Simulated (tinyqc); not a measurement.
Charge pumping in an n-channel transistor: two steps of the calculation.

The gate is pulsed from accumulation to inversion and back. Energies E are counted from the intrinsic level; Dit(E) = D0 [1 + b (2 E/Eg)^2]. During each edge the traps near the bands emit their carriers, and those between Eh and Ee recombine once a cycle.

Parameters, values chosen for the exercise; band and dielectric values close to those of silicon: temperature T = 300 K; band gap Eg = 1.11 eV; conduction-band density of states at 300 K Nc = 2.79e19 cm^-3; valence-band density of states at 300 K Nv = 2.7e19 cm^-3; gate area A = 4.7 um^2; trap density at midgap D0 = 1.3e10 cm^-2 eV^-1; rise of the trap density towards the band edges b = 0; cross-section for electrons sn = 9.7e-16 cm^2; cross-section for holes sp = 1.1e-16 cm^2; thermal velocity at 300 K, one nominal value for electrons and holes vth = 1.3e7 cm/s; Vth - Vfb dV = 0.93 V; pulse height Va = 1.8 V; frequency f = 97000 Hz; rise time tr = 860 ns; fall time tf = 450 ns.

Constants: q = 1.602176634e-19 C, kB = 1.380649e-23 J/K, Vt = kB T/q. Results are converted to the units shown.

Problem 1. Emission levels. ni = sqrt(Nc Nv) exp(-Eg/(2 Vt)), Eg in volts; emission times te = (dV/Va) tf and th = (dV/Va) tr; Ee = -Vt ln(vth sn ni te), Eh = +Vt ln(vth sp ni th).

Wanted: ni; te; th; Ee; Eh.

Solution 1.

ni = 1.303e10 cm^-3
te = 232.5 ns
th = 444.3 ns
Ee = 0.2630 eV
Eh = -0.3025 eV

The window covers 50.9 % of the gap.

Problem 2. Pumped charge and current. Nit = integral of Dit from Eh to Ee = D0 [Ee - Eh + 4 b (Ee^3 - Eh^3)/(3 Eg^2)], Qcp = q A Nit, Icp = f Qcp.

Ee = 0.26298584 eV
Eh = -0.30251693 eV

Find: Nit; mean Dit; traps pumped a cycle; Icp.

Solution 2.

Nit = 7.3515e9 cm^-2
mean Dit = 1.3000e10 cm^-2 eV^-1
traps pumped a cycle = 345.52
Icp = 5.3698 pA

Range of the model: The Fermi levels of inversion and accumulation are taken to lie beyond Ee and Eh, the flat tops to fill all traps, and no geometric current is added.

Numbers from tinyqc (`OMP_NUM_THREADS=1 python tinyqc.py 2030064 2030065 out.jsonl`; about 0.01 s on one thread of a shared Intel Xeon 2.30GHz).
